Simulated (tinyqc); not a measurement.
From results to parameters: minimal-basis H2. Computed by the program tinyqc with PySCF.

Problem. For two electrons in the two orbitals of minimal-basis H2, the CIS energies are e2 - e1 - J12 + 2 K12 and e2 - e1 - J12, and E_corr = D - sqrt(D^2 + K12^2) with 2D the energy of the double excitation. Find J12, K12, D, the MP2 energy and the weight of the double excitation.

orbital gap e2 - e1 = 0.68359899 hartree
CIS singlet and triplet energies (hartree): 0.540853  0.104839
FCI correlation energy = -0.06480219 hartree

Solution. Half the singlet-triplet splitting is K12, the gap less the triplet energy is J12, D = (E_corr^2 - K12^2)/(2 E_corr), MP2 is -K12^2/(2 gap), and the weight is c^2/(1 + c^2) with c = E_corr/K12.

J12, K12, D (hartree): 0.579  0.218  0.334
MP2 correlation energy = -0.03476 hartree
weight of the double excitation = 0.0812
